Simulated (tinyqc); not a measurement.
How the errors depend on the field: Haynes-Shockley experiment: drift, diffusion and decay of a minority-carrier pulse. Computed by tinyqc, a small Python program. Command: `OMP_NUM_THREADS=1 python tinyqc.py 3113054 3113055 out.jsonl haynes walk`. One thread of a shared host (Intel(R) Xeon(R) Processor @ 2.30GHz), about 0.01 s of CPU time with the checks.

A thin sheet of excess carriers is made at x = 0, t = 0 in a long uniform bar; injection is low, so the pulse moves with the minority mobility.

Inputs (values chosen for the exercise, modelled on holes in n-type silicon in a lightly doped bar):
```
quantity                       value         unit
minority mobility mu             492   cm^2/(V s)
lifetime tau                      17  microsecond
temperature T                    300            K
field F                           18         V/cm
distance d to the collector     0.27           cm
injected sheet density N0    1.7e+09       1/cm^2
```

Constants: k_B = 8.617333262e-05 eV/K.

Method:
- D = mu k_B T/e, v = mu F.
- Transit time d/v, diffusion length sqrt(D tau), drift length v tau, Peclet number v d/D = e F d/(k_B T).
- dn(x, t) = N0/sqrt(4 pi D t) exp(-(x - v t)^2/(4 D t) - t/tau).
- At fixed x the signal peaks where d ln(dn)/dt = 0: a t^2 + t/2 - x^2/(4 D) = 0 with a = v^2/(4 D) + 1/tau.
- The full width at half maximum is found by solving dn(x, t) = peak/2 on both sides of the peak.
- With w that width: mu = d/(F t_p); D = (w d)^2/(16 ln2 t_p^3). The field is scaled by the factors listed.

D = 12.7192 cm^2/s

Errors of the simple reading:
```
factor  F (V/cm)   v d/D  v^2 tau/(4 D)  error of mu (%)  error of D (%)
0.5          9.0    94.0            6.6           8.4300          1.6937
0.7         12.6   131.6           12.8           4.5835          1.2480
1.0         18.0   188.0           26.2           2.4234          0.8884
1.5         27.0   282.0           59.0           1.1997          0.5974
2.5         45.0   470.0          163.8           0.5178          0.3599
4.0         72.0   752.0          419.3           0.2522          0.2252
7.0        126.0  1316.0         1284.1           0.1149          0.1287
```

The error of mu falls from 8.43 to 0.115 %. For large v d/D it is about D/(v d) + 2 D/(v^2 tau), here 0.115 % in the last row: one part from spreading, one from recombination.

Extremes, crossings and ranges named in words are read from the listed rows.
